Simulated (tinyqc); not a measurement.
Inside a calculation. Model: strained alloy layer of InP and GaP on (001) GaAs, model-solid band line-up.

tinyqc, about 0.01 s, one thread, Intel Xeon 2.30GHz (shared host): `OMP_NUM_THREADS=1 python tinyqc.py 2690129 2690130 out.jsonl` Printed values are rounded.

The layer is x parts of the first compound and 1 - x of the second, grown coherently on the third as substrate and barrier. Rows of the table: lattice constant a, average valence level Ea on an absolute scale, spin-orbit splitting so, gaps at Gamma, X and L, hydrostatic deformation potentials av and ac (Gamma), shear potential b, elastic constants, electron and heavy-hole (along z) masses. All are interpolated linearly in x; gaps get -C x (1 - x), taken wholly in the conduction band; real line-ups can differ from this model by 0.1 eV or more.

Inputs (values chosen for the exercise):
```
symbol  value  unit                                      meaning
x         0.4        fraction of the first compound in the layer
CG       0.65    eV                      bowing of the Gamma gap
CX        0.2    eV                          bowing of the X gap
CL       1.03    eV                          bowing of the L gap
```

Range of the model: The X or L gap of the relaxed alloy lies near or below the Gamma gap, so the Gamma edge computed here may not be the lowest conduction edge.

## Relaxed alloy and strain

Binary compounds, values chosen for the exercise:
```
,close to InP,close to GaP,close to GaAs
a (angstrom),5.869,5.451,5.653
Ea (eV),-7.04,-7.4,-6.92
so (eV),0.11,0.0809,0.343
EG (eV),1.36,2.79,1.43
EX (eV),2.2,2.24,1.9
EL (eV),1.94,2.58,1.7
av (eV),1.26,1.68,1.15
ac (eV),-5.04,-7.12,-7.16
b (eV),-1.67,-1.82,-1.7
c11 (GPa),101,140,120
c12 (GPa),56.8,61.2,54.4
me (m0),0.0808,0.131,0.0661
mh (m0),0.531,0.325,0.352
```

In-plane strain e = (a_substrate - a)/a, e_z = -2 (c12/c11) e, volume change 2 e + e_z.

a = 5.61820 angstrom
Gamma gap = 2.062 eV
X gap = 2.176 eV
L gap = 2.07680 eV
e = 0.619415 %
e_z = -0.591930 %
volume change = 0.646901 %

The relaxed alloy has its lowest gap at Gamma (direct). The layer is under tensile in-plane strain.

## Band edges and offsets

In-plane strain e = (a_substrate - a)/a, e_z = -2 (c12/c11) e, volume change 2 e + e_z. With v = 2 e + e_z and d = 2 b (e_z - e): Eav = Ea + av v; E_hh = Eav + so/3 - d/2; E_lh = Eav - so/6 + d/4 + sqrt(so^2 + so d + 9 d^2/4)/2; E_c = Ea + so/3 + EG + ac v (Gamma). Substrate: E_v = Ea + so/3, E_c = E_v + EG. Well depths: dEc = E_c(substrate) - E_c, dEhh = E_hh - E_v(substrate), dElh likewise; strained Gamma gap E_c - max(E_hh, E_lh); positive values confine carriers in the layer.

d = 0.0426394 eV
E_hh = -7.23669 eV
E_lh = -7.18656 eV
E_c = -5.20383 eV
strained Gamma gap = 1.98273 eV
dEc = -0.171836 eV
dEhh = -0.431025 eV
dElh = -0.380895 eV

The light-hole band lies on top, by 50.1 meV. At Gamma the line-up is type I, the layer is a barrier for both carriers.

## Critical thickness

In-plane strain e = (a_substrate - a)/a. Matthews-Blakeslee for 60-degree dislocations in a single layer: hc = k (ln(hc/bv) + 1), k = bv (1 - nu/4)/(4 pi |e| (1 + nu)), nu = c12/(c11 + c12), bv = a/sqrt(2); the larger root.

nu = 0.323325
bv = 0.397267 nm
hc = 16.8247 nm

The layer, Lw = 6.9 nm, is thinner than hc, so it stays coherent by this criterion.
